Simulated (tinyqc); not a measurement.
Inside a calculation: valley splitting of a silicon quantum well in envelope theory. Values are carried at full precision from step to step, so a last printed digit may differ when a step is redone from the rounded ones.

Constants: hbar^2/2m0 = 3.80998211 eV angstrom^2; kB = 8.617333262e-05 eV/K.

Values chosen for the exercise (near those of a strained Si well in SiGe; the results hold for these values, not for the real material):
- k0 = 0.841 2 pi/a (valley position)
- a = 5.431 angstrom (lattice constant)
- ml = 0.913 m0 (mass along z)
- F = 14.3 mV/nm (field pressing towards the upper interface)
- w = 0.4 angstrom (interface width parameter)
- L = 44 angstrom (well width)
- V0 = 0.14 eV (conduction offset)
- C0 = 0.236 (Bloch overlap factor)
- Yb = 0.21 (Ge share of the barrier)
- Yw = 0 (Ge share of the well)
- ad = 120 angstrom (dot radius)

## Wave number and lengths

q = 2 k0 (2 pi/a), its wavelength, the field length (c/(ml e F))^(1/3) with c = hbar^2/2m0 and 1 mV/nm = 1e-4 eV/angstrom, and the damping factor y/sinh(y), y = pi q w, of a step smoothed as 1/(1 + exp(z/w)).

q = 1.9459 1/angstrom
wavelength = 3.229 angstrom
field length = 14.3 angstrom
damping factor = 0.427

## The envelope

The well lies at 0 < z < L; U(z) = V0 [1/(1 + exp(z/w)) + 1/(1 + exp((L - z)/w))] - e F z, 1 mV/nm = 1e-4 eV/angstrom. The envelope psi solves -(c/ml) psi'' + U psi = E psi, c = hbar^2/2m0, by three-point differences on a grid of 0.1 angstrom from -40 to L + 40 angstrom. The two valleys at +/- k0 couple through D = C0 times the integral of exp(-i q z) U(z) psi^2, q = 2 k0 (2 pi/a), and split by Ev = 2|D|.

Two lowest levels, mean position, and psi^2 at both interfaces.

levels (meV): [-22.86, 21.92]

<z> = 28.7 angstrom
psi^2 at z = 0 and L (1/angstrom): [0.000620, 0.0107]

The field makes psi^2 at the upper interface 17.3 times that at the lower one. The orbital spacing is 44.8 meV.

## Contributions to the coupling

Split D into the lower barrier, the upper barrier and the field term.

Parts of D (micro-eV):
```
part             real  imaginary    size
lower barrier   2.178      4.005   4.559
upper barrier  32.314     71.736  78.678
field term      0.207      0.618   0.652
```

## Valley splitting and phase

The inter-valley coupling D is the sum of the complex parts; Ev = 2|D|, the valley phase is arg D, and kB T equals Ev at T = Ev/kB.

Ev = 168 micro-eV
phase = 1.14 rad
T = 1.9 K

The upper barrier gives the largest part.

## Alloy disorder

Random alloy: with Y(z) = Yw + (Yb - Yw) B(z), B the bracket in U, and in-plane density exp(-r^2/ad^2)/(pi ad^2), D gains a random complex part of variance sigma^2 = (C0^2/pi)(a^2 V0/(8 ad (Yb - Yw)))^2 (4/a) times the integral of psi^4 Y (1 - Y). Alone it gives a mean splitting sqrt(pi) sigma; together with the smooth part the rms splitting is 2 sqrt(|D|^2 + sigma^2).

Give the integral, sigma, the mean splitting from disorder alone and the rms total.

integral = 3.75e-05 1/angstrom
sigma = 14.3 micro-eV
sqrt(pi) sigma = 25.4 micro-eV
rms splitting = 170.2 micro-eV

|D|/sigma = 5.85: the smooth part dominates, and the splitting scatters from dot to dot by about sqrt2 sigma, 12 % of Ev; this needs interfaces sharper than most grown wells have.

## Checks

- Lowest level for sharp walls and no field against the square well, meV: both 13.6.
- Size of one barrier part in that case against C0 V0 psi(0)^2/sqrt(q^2 + 4 kappa^2), micro-eV: both 58.

Computed by tinyqc, a small Python program: `OMP_NUM_THREADS=1 python tinyqc.py 1252045 1252046 out.jsonl` (the numbers bound the seed that draws the inputs); one thread of a shared host (Intel(R) Xeon(R) Processor @ 2.30GHz), about 0.1 s for the whole set of steps.
